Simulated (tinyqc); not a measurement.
Grain-boundary trapping model (Seto) of a polycrystalline semiconductor film: one step, computed by the program tinyqc. Command: `OMP_NUM_THREADS=1 python tinyqc.py 3010232 3010233 out.jsonl poly walk`. One thread of a shared host (Intel(R) Xeon(R) Processor @ 2.30GHz), about 0.01 s of CPU time with the checks.

Grains of equal size L are joined by thin boundaries with one trap level. Trapped carriers deplete a width W on each side and raise a barrier, crossed by thermionic emission. Dopants are fully ionised, statistics are non-degenerate and mu_g does not depend on T.

Question. Critical doping. If all traps fill, the grain is just depleted at N* = Q_t/L, with the barrier e Q_t L/(8 eps eps_0).

Inputs (values chosen for the exercise, modelled on polycrystalline SiGe): permittivity eps = 13.5; grain size L = 200 nm; trap density Q_t = 5.4e+11 1/cm^2.

Grain interior: neglected.

Constants: e = 1.602176634e-19 C; eps_0 = 8.8541878128e-12 F/m; k_B = 8.617333262e-05 eV/K.

Give: N*; barrier at N* with all traps filled.

Answer.

N* = 2.70e+16 1/cm^3

barrier at N* with all traps filled = 0.18095 V
